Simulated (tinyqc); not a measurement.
Worked calculation: Jacobi rotations on a symmetric matrix. One step of it, computed by the program tinyqc.

Problem. Jacobi rotation 2. Take the largest off-diagonal element A_pq; tan 2 theta = 2 A_pq / (A_qq - A_pp) with |theta| <= pi/4; A' = J^T A J with J_pp = J_qq = cos, J_pq = sin, J_qp = -sin.

A':
$$\begin{pmatrix}
0.692294 & 0.149276 & 0.000000 \\
0.149276 & 1.083000 & 0.018810 \\
0.000000 & 0.018810 & 1.427706
\end{pmatrix}$$

Give: p, q, theta; A'.

Solution.

p, q, theta (rad): [1.0000, 2.0000, 0.3262]

A':
$$\begin{pmatrix}
0.6418 & 0.0000 & -0.0060 \\
0.0000 & 1.1335 & 0.0178 \\
-0.0060 & 0.0178 & 1.4277
\end{pmatrix}$$
